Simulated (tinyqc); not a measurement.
# Mobility and doping from two currents

Question. A trap-free film with injecting contacts is fitted, with diffusion neglected, by J = q mu N V/Lf + (9/8) eps0 eps_r mu V^2/Lf^3. Find mu, N and the voltage at which both terms are equal.

Parameters, values chosen for the exercise:
- eps_r = 11.7 (relative permittivity)
- Lf = 820 nm (film thickness)

Constants: q = 1.602176634e-19 C, eps0 = 8.8541878128e-14 F/cm where lengths are in cm. Results are converted to the units shown.

J at 2.3 and 17 V (A/cm^2): 3.9969049  73.912511

Solution. J/V is a straight line in V: the slope gives mu and the intercept mu N.

mu = 0.08400 cm^2/(V s)
N = 8.100e15 cm^-3
crossover voltage = 7.487 V

Program tinyqc, `OMP_NUM_THREADS=1 python tinyqc.py 2730119 2730120 out.jsonl`; Intel Xeon 2.30GHz, shared host, one thread, about 0.2 s.
